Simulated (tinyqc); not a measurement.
Valley-orbit splitting of a donor ground state, with strain: one step, computed by the program tinyqc. Command: `OMP_NUM_THREADS=1 python tinyqc.py 3017148 3017149 out.jsonl valleyorbit walk`. One thread of a shared host (Intel(R) Xeon(R) Processor @ 2.30GHz), about 0.01 s of CPU time with the checks.

The basis is the 1s envelope in each valley; energies are counted from the unstrained conduction-band edge. The strain is e_s (a a^T - 1/3) for the unit stress axis a, so valley j along n_j moves by Xi_u e_s w_j with w_j = (n_j.a)^2 - 1/3: +1/6 for x and y, -1/3 for z. The splitting at the zone boundary that a [110] shear adds for <100> valleys is left out.

Problem. Levels without strain. By symmetry: E(A1) = E_0 + Lambda + 4 Delta_1 + Delta_2 (one state), E(T2) = E_0 + Lambda - Delta_2 (three), E(E) = E_0 + Lambda - 2 Delta_1 + Delta_2 (two), as binding energies.

Inputs (values chosen for the exercise, for a model many-valley semiconductor): single-valley binding energy E_0 = 19 meV; central-cell shift Lambda = 3.16 meV; coupling Delta_1 = 1.59 meV; coupling Delta_2 = 1.21 meV.

Valleys: six along <100>. Stress axis: [110].

Give: E(A1); E(T2); E(E).

Solution.

E(A1) = 29.73 meV

E(T2) = 20.95 meV

E(E) = 20.19 meV

Only A1 has all valley amplitudes in phase, so only it has weight at the nucleus. Of the upper states T2 is bound more strongly, because Delta_1 is larger than Delta_2.
